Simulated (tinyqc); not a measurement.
Lossy on-chip transmission line with skin effect: one step of the calculation.

A uniform line in a homogeneous dielectric: c = sqrt(er)/(c0 Z0), l = Z0 sqrt(er)/c0 (c0 = 299792458 m/s), g = w c td, w = 2 pi f. The resistance joins its limits as r = sqrt(r_dc^2 + r_hf^2), with r_dc = rho/(wd th), r_hf = kr rho/(2 delta (wd + th)), delta = sqrt(rho/(pi f mu0)), mu0 = 4 pi 1e-7 H/m; this is an interpolation, and internal inductance, up to 0.05 nH/mm at low frequency, is neglected.

Problem. Reflection, input impedance and transfer. ZL = 1/(1/RL + i w CL); reflection (ZL - Zc)/(ZL + Zc); Zin = Zc (ZL + Zc tanh(gamma len))/(Zc + ZL tanh(gamma len)); H = V_load/V_source = [Zin/(Zin + Rg)]/[cosh(gamma len) + (Zc/ZL) sinh(gamma len)].

Inputs (values chosen for the exercise):
- Rg = 50 ohm (source resistance)
- RL = 1000 ohm (load resistance)
- CL = 0 fF (load capacitance)
- f = 4.2 GHz (frequency)

gamma len = 0.45072120+0.64514921i
Zc = 62.811191-43.695166i ohm

Wanted: ZL; reflection at the load; Zin; H; |H|.

Solution.

ZL = 1000.0+0.0i ohm
reflection at the load = 0.87863+0.07724i
Zin = 29.365-91.975i ohm
H = 0.60844-0.53280i
|H| = -1.8437 dB

Numbers from tinyqc (`OMP_NUM_THREADS=1 python tinyqc.py 2810140 2810141 out.jsonl`; about 0.01 s on one thread of a shared Intel Xeon 2.30GHz).
